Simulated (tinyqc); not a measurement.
From results back to parameters: Koster-Slater impurity in an sp3s* host.

Problem. In the Koster-Slater model a defect shifts the s level of its site by Vs and the p levels by Vp; an A1 level solves 1/Vs = G_s(E) and a T2 level 1/Vp = G_p(E), E from the top of the valence band. A defect has an A1 level at E = 0.1964 eV, one of the energies of the table, and a T2 level at 1.3745 eV.

G(E) of the host (1/eV):
```
E (eV)         G_s         G_p
0.0000  -0.0977509  -0.0042225
0.1964  -0.1172262  -0.0358731
0.3927  -0.1397526  -0.0598665
0.5891  -0.1666602  -0.0824408
0.7854  -0.1999524  -0.1058434
0.9818  -0.2429393  -0.1320559
1.1782  -0.3016962  -0.1638740
1.3745  -0.3892493  -0.2066149
1.5709  -0.5442717  -0.2742233
```

Find: Vs, Vp.

Solution. Read G_s and G_p at the two energies and invert them. Vs is attractive and pulls its level down from the conduction bands. Vp is attractive and pulls its level down from the conduction bands.

Vs, Vp (eV): -8.5  -4.8

Run: tinyqc, `OMP_NUM_THREADS=1 python tinyqc.py 1450263 1450264 out.jsonl`; Intel(R) Xeon(R) Processor @ 2.30GHz, one thread, shared host; about 0.01 s of CPU time with all checks.
